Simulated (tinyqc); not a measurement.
# Energy and delay of logic against supply voltage: energy and delay against supply voltage

One expression serves below and above threshold: I(Vg) = Ik [ln(1 + exp((Vg - VT + dd V)/(al nf Vt)))]^al, with I_on = I(V) and I_off = I(0). Gate delay td = kd C V/I_on, clock period LD td. Per gate and cycle the switching energy is act C V^2 and the leakage energy I_off V LD td. No short-circuit current, no variation. Minima are sought above 0.09 V; below a few Vt gates no longer switch and the model has no meaning.

EDP = energy times td.

Inputs (values chosen for the exercise); values of the order met in logic technologies: temperature T = 358 K; threshold voltage at zero drain bias VT = 0.25 V; slope factor nf = 1.35; barrier lowering per volt of supply dd = 0.02; specific current of a gate Ik = 1.4 uA; exponent of the current law al = 1.89; load capacitance of a gate C = 2.3 fF; delay factor kd = 0.7; logic depth LD = 16; activity factor act = 0.02.

Constants: q = 1.602176634e-19 C, kB = 1.380649e-23 J/K, Vt = kB T/q. Results are converted to the units shown.

Results:
```
V (V)	I_on (uA)	I_off (nA)	td (ps)	switching (aJ)	leakage (aJ)	energy (aJ)	EDP (fJ ps)
0.2	0.3005	3.657	1071	1.840	12.54	14.38	15.41
0.32	2.272	3.870	226.8	4.710	4.493	9.204	2.087
0.43	7.811	4.075	88.63	8.505	2.485	10.99	0.9741
0.54	17.83	4.291	48.76	13.41	1.807	15.22	0.7421
0.65	32.18	4.518	32.52	19.43	1.528	20.96	0.6818
0.76	50.60	4.757	24.18	26.57	1.399	27.97	0.6763
0.98	99.09	5.273	15.92	44.18	1.317	45.49	0.7244
1.09	129.0	5.551	13.61	54.65	1.317	55.97	0.7615
1.2	162.5	5.844	11.89	66.24	1.334	67.57	0.8032
```

Estimate the missing row, V = 0.87 V.

Computed row:
```
V (V)	I_on (uA)	I_off (nA)	td (ps)	switching (aJ)	leakage (aJ)	energy (aJ)	EDP (fJ ps)
0.87	72.94	5.008	19.20	34.82	1.339	36.16	0.6943
```

With this row back in the table: td falls from 1070 to 11.9 ps; the energy goes from 14.4 through a minimum of 9.20 (at V = 0.32 V among the rows listed) to 67.6 aJ and the EDP goes from 15.4 through a minimum of 0.676 (at V = 0.76 V among the rows listed) to 0.803 fJ ps. The exact minima lie at V = 0.325 V for the energy and 0.721 V for the EDP. Going from 1.2 V to the energy minimum saves a factor of 7.35 in energy and costs a factor of 18.1 in delay. Below the minimum the leakage energy rises faster than the switching energy falls, because the clock period grows so steeply.

Computed by the program tinyqc: `OMP_NUM_THREADS=1 python tinyqc.py 2082079 2082080 out.jsonl`, one thread of a shared Intel Xeon 2.30GHz, about 0.01 s for the whole run.
